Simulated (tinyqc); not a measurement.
Precursor delivery by bubblers, mass-transport growth and the solid composition of a III-V alloy: one step, computed by the program tinyqc. Command: `OMP_NUM_THREADS=1 python tinyqc.py 3026381 3026382 out.jsonl movpe_thermo walk`. One thread of a shared host (Intel(R) Xeon(R) Processor @ 2.30GHz), about 0.02 s of CPU time with the checks.

1 sccm = 44.615 micromol/min; 1 torr = 133.322 Pa. The sources decompose fully at the surface.

Question. Bubblers. log10 p_v = a - b/T_bath; molar flow = F x 44.615 x p_v/(p_b - p_v) for a saturated bubbler.

Inputs (values chosen for the exercise, modelled on trimethylgallium (source 1) and trimethylindium (source 2) for the vapour pressures):
```
quantity              value  unit
bath temperature T1     268     K
bath temperature T2     293     K
bubbler pressure p_b    600  torr
carrier flow F1          12  sccm
carrier flow F2         160  sccm
```

constants a, b of source 1 (log10 torr, K): 8.072  1703

constants a, b of source 2 (log10 torr, K): 10.5  3014

Give: vapour pressure 1; molar flow 1; vapour pressure 2; molar flow 2.

Answer.

vapour pressure 1 = 52.18 torr

molar flow 1 = 51.00 micromol/min

vapour pressure 2 = 1.634 torr

molar flow 2 = 19.50 micromol/min

One kelvin of bath error changes flow 1 by 6.0 % and flow 2 by 8.1 %.
